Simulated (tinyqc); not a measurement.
# Inputs raised by 5 %, one at a time

Model: adsorption as a lattice gas: isotherms with interactions, competition, desorption peaks and saturation dose. Computed by tinyqc, a small Python program. Command: `OMP_NUM_THREADS=1 python tinyqc.py 3005985 3005986 out.jsonl adsorb sens`. One thread of a shared host (Intel(R) Xeon(R) Processor @ 2.30GHz), about 0.02 s of CPU time with the checks.

One adsorbate per site; a molecule needs 1 empty site. Gas and surface have the same temperature.

Inputs (values chosen for the exercise, for a model surface):

| quantity | value | unit |
|---|---|---|
| desorption energy E | 1.78 | eV |
| prefactor nu | 2e+13 | 1/s |
| pair energy w (positive repels) | -0.018 | eV |
| neighbours z | 3 | - |
| site density N_s | 6.2 | 1/nm^2 |
| molecular mass M | 129 | u |
| sticking coefficient s0 | 0.0069 | - |
| temperature T | 755 | K |
| pressure p | 0.18 | Pa |
| blocking by a second gas, K_B p_B | 2.7 | - |
| heating rate beta | 0.54 | K/s |
| aspect ratio a (depth over diameter) of a hole | 10 | - |

Adsorption: molecular (first order).

Constants: u = 1.6605390666e-27 kg; k_B = 1.380649e-23 J/K; k_B = 8.617333262e-05 eV/K.

Method:
- Flux F = p/sqrt(2 pi M k_B T); k_d = nu exp(-E/(k_B T)); s0 F (1 - theta) = N_s k_d theta, so y = s0 F/(N_s k_d), theta = y/(1 + y). With a second gas on the same sites theta = y/(1 + y + K_B p_B).
- With u = w/(k_B T). Mean field: theta/(1 - theta) = y exp(-z u theta). Quasi-chemical: theta/(1 - theta) = y [(r - 1 + 2 theta)(1 - theta)/((r + 1 - 2 theta) theta)]^(-z/2) exp(-z u/2), r = sqrt(1 - 4 theta (1 - theta)(1 - exp(-u))).
- The peak obeys E/(k_B T_p^2) = (nu/beta) exp(-E/(k_B T_p)) exactly. Redhead's shortcut, with the constant 3.46 (3.64 is also in use), reads E back as k_B T_p [ln(nu' T_p/beta) - 3.46], nu' = nu.
- Without desorption or interaction, 99 % coverage needs the time (N_s/(s0 F)) ln 100. For a round hole of aspect ratio a in molecular flow with unit sticking (Gordon), the time is N_s/F x [1 + (19/4) a + (3/2) a^2]. The larger of the two times is a rough guide.

Runs:

| input moved | from | to | coverage, quasi-chemical | y | peak temperature T_p (K) | time on a flat surface (s) |
|---|---|---|---|---|---|---|
| base run | - | - | 0.063995 | 0.064422 | 605.41 | 2.7230 |
| prefactor nu (1/s) | 2e+13 | 2.1e+13 | 0.060977 | 0.061355 | 604.60 | 2.7230 |
| pair energy w (positive repels) (eV) | -0.018 | -0.0189 | 0.064206 | 0.064422 | 605.41 | 2.7230 |
| site density N_s (1/nm^2) | 6.2 | 6.51 | 0.060977 | 0.061355 | 605.41 | 2.8591 |
| sticking coefficient s0 | 0.0069 | 0.007245 | 0.067159 | 0.067643 | 605.41 | 2.5933 |
| temperature T (K) | 755 | 792.75 | 0.017054 | 0.017086 | 605.41 | 2.7902 |
| pressure p (Pa) | 0.18 | 0.189 | 0.067159 | 0.067643 | 605.41 | 2.5933 |
| aspect ratio a (depth over diameter) of a hole | 10 | 10.5 | 0.063995 | 0.064422 | 605.41 | 2.7230 |

Exponents ln(y'/y) / ln(x'/x):

| input | coverage, quasi-chemical | y | peak temperature T_p | time on a flat surface |
|---|---|---|---|---|
| prefactor nu | -0.990 | -1.000 | -0.028 | 0.0 |
| pair energy w (positive repels) | 0.068 | 0.000 | 0.000 | 0.0 |
| site density N_s | -0.990 | -1.000 | 0.000 | 1.0 |
| sticking coefficient s0 | 0.989 | 1.000 | 0.000 | -1.0 |
| temperature T | -27.105 | -27.202 | 0.000 | 0.5 |
| pressure p | 0.989 | 1.000 | 0.000 | -1.0 |
| aspect ratio a (depth over diameter) of a hole | 0.000 | 0.000 | 0.000 | 0.0 |

Among the inputs moved here: coverage, quasi-chemical answers most in size to temperature T (exponent -27.105), next to prefactor nu (-0.990); its exponent is below 0.0005 for aspect ratio a (depth over diameter) of a hole. y answers most in size to temperature T (exponent -27.202), next to prefactor nu (-1.000); its exponent is below 0.0005 for pair energy w (positive repels), aspect ratio a (depth over diameter) of a hole. Its exponent +1.000 in pressure p: molecular adsorption. Peak temperature T_p answers most in size to prefactor nu (exponent -0.028); its exponent is below 0.0005 for pair energy w (positive repels), site density N_s, sticking coefficient s0, temperature T, pressure p, aspect ratio a (depth over diameter) of a hole. Time on a flat surface answers most in size to sticking coefficient s0 (exponent -1.000), and about equally to site density N_s (+1.000), pressure p (-1.000); its exponent is below 0.0005 for prefactor nu, pair energy w (positive repels), aspect ratio a (depth over diameter) of a hole.

Caution (all rows): with k_d = nu exp(-E/(k_B T)) of these inputs desorption is not negligible over the time on a flat surface, so without interaction 99 % coverage is not reached.

Extremes, crossings and ranges named in words are read from the listed rows.
